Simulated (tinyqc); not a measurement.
Worked calculation: CIS on RHF in the 6-311g basis, for H2, spin multiplicity 1. One step of it, computed by the program tinyqc.

Question. CIS singlet states. Diagonalise A (1 hartree = 27.211386 eV); each vector has its largest component positive (the first on a tie). The transition dipole is mu = sqrt2 sum c_ia <i|r|a>.

CIS matrix A, singlet (hartree):
```
           1>2        1>3        1>4        1>5        1>6
1>2   0.481149   0.000000   0.003937   0.000000  -0.031339
1>3   0.000000   0.632369   0.000000  -0.009873   0.000000
1>4   0.003937   0.000000   0.907080   0.000000  -0.015183
1>5   0.000000  -0.009873   0.000000   2.629619   0.000000
1>6  -0.031339   0.000000  -0.015183   0.000000   2.748933
```

dipole integrals <i|r|a> (bohr):
```
            x         y          z
1>2  0.000000  0.000000  -0.993922
1>3  0.000000  0.000000   0.000000
1>4  0.000000  0.000000   0.470011
1>5  0.000000  0.000000   0.000000
1>6  0.000000  0.000000  -0.004973
```

Give: singlet excitation energies; lowest vectors; oscillator strengths 2/3 w |mu|^2.

Answer.

singlet excitation energies (eV): 13.080  17.206  24.680  71.557  74.817

lowest vectors:
```
     state 1  state 2  state 3  state 4  state 5
1>2    1.000    0.000    0.009    0.000   -0.014
1>3    0.000    1.000    0.000   -0.005    0.000
1>4   -0.009    0.000    1.000    0.000   -0.008
1>5    0.000    0.005    0.000    1.000    0.000
1>6    0.014    0.000    0.008    0.000    1.000
```

oscillator strengths 2/3 w |mu|^2: 0.638  0.000  0.257  0.000  0.000
